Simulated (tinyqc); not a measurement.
Exponent and activation energy from three stresses.

Problem. Oxide breakdown follows t63 = a V^(-n) exp(Ea q/(kB T)). Find n, Ea and the E-model slope gamma = n/E (cm/MV) at the higher voltage, E = V/tox.

Inputs (values chosen for the exercise): oxide thickness tox = 7.4 nm.

Constants: q = 1.602176634e-19 C, kB = 1.380649e-23 J/K. Results are converted to the units shown.

t63 at (7.14 V, 373 K), (9.67 V, 373 K) and (9.67 V, 398 K) (s): 2.1400947e5  0.26853867  0.039561307

Solution. The two voltages give n and the two temperatures Ea.

n = 44.80
Ea = 0.9800 eV
gamma = 3.428 cm/MV

Program tinyqc, `OMP_NUM_THREADS=1 python tinyqc.py 2070053 2070054 out.jsonl`; Intel Xeon 2.30GHz, shared host, one thread, about 0.01 s.
